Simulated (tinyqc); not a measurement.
From base transit time tau_B back to gap narrowing across the base dE_g: minority-electron transport through the base of a bipolar transistor (Moll-Ross and Kroemer integrals). Computed by tinyqc, a small Python program. Command: `OMP_NUM_THREADS=1 python tinyqc.py 3000534 3000535 out.jsonl base inv`. One thread of a shared host (Intel(R) Xeon(R) Processor @ 2.30GHz), about 0.02 s of CPU time with the checks.

Low injection, one dimension, x from the emitter edge (0) to the collector edge (W), s = x/W. Recombination is treated as a small correction (valid for tau_B well below tau_n), computed from the stored charge.

Inputs (values chosen for the exercise, modelled on silicon):

| quantity | value | unit |
|---|---|---|
| intrinsic density n_i at the emitter edge | 1e+10 | 1/cm^3 |
| base doping at the emitter edge N_0 | 6.4e+17 | 1/cm^3 |
| base width W | 110 | nm |
| mu_min | 270 | cm^2/(V s) |
| mu_max | 1310 | cm^2/(V s) |
| N_ref | 1.1e+17 | 1/cm^3 |
| saturation velocity v_s | 0.92 | 1e7 cm/s |
| base-emitter voltage V_BE | 0.64 | V |
| temperature T | 300 | K |
| doping ratio N_0/N(W) | 76 | - |

Base doping profile: exponential. Gap grading: linear. Exit of the base: saturation velocity.

Constants: k_B = 8.617333262e-05 eV/K; e = 1.602176634e-19 C.

Method. N(x) = N_0 (ratio)^(-s); n_i(x)^2 = n_i^2 exp(s dE_g/k_B T); D(x) = (k_B T/e) mu, mu = mu_min + (mu_max - mu_min)/(1 + (N/N_ref)^0.7). With y(x) = N n_i^2/(D n_i(x)^2): base Gummel number G_B = int_0^W y dx + N(W) n_i^2/(v_s n_i(W)^2); J_C = e n_i^2 exp(e V_BE/k_B T)/G_B; n(x) = (J_C/e)(n_i(x)^2/(N n_i^2)) [int_x^W y dx + the same exit term]; transit time tau_B = (e/J_C) int n dx; trapezoid rule on 401 even points.

Question. A run gave the result below. Find the gap narrowing across the base dE_g, known to lie between 57 and 99 meV.

base transit time tau_B = 0.8528026 ps

Answer.

Each step takes the trial c = (a f_b - b f_a)/(f_b - f_a), f being the result less the target and a, b, c the logarithms of the listed values; c replaces end b, the old b replaces a if the sign of f changed, and otherwise f_a is halved.

Scan of the range:

| gap narrowing across the base dE_g (meV) | base transit time tau_B (ps) |
|---|---|
| 57.0 | 0.891929 |
| 62.5 | 0.868738 |
| 68.5 | 0.844757 |
| 75.1 | 0.819845 |
| 82.4 | 0.793928 |
| 90.3 | 0.767649 |
| 99.0 | 0.740635 |

False position (Illinois rule, in the logarithm of the input) inside the bracket:

| step | end a | end b | trial | base transit time tau_B (ps) |
|---|---|---|---|---|
| 1 | 62.5000 | 68.5000 | 66.4255 | 0.852900 |
| 2 | 68.5000 | 66.4255 | 66.4498 | 0.852803 |
| 3 | 68.5000 | 66.4498 | 66.4501 | 0.852802 |
| 4 | 66.4498 | 66.4501 | 66.4500 | 0.852803 |

Base transit time tau_B falls at every point of a 13-point scan of the range (every second point is shown), so one value fits; it is bracketed by 62.5 and 68.5. Answer: gap narrowing across the base dE_g = 66.45 meV.

Caution: the mean velocity exceeds v_s, so drift-diffusion with a low-field mobility overstates the speed.
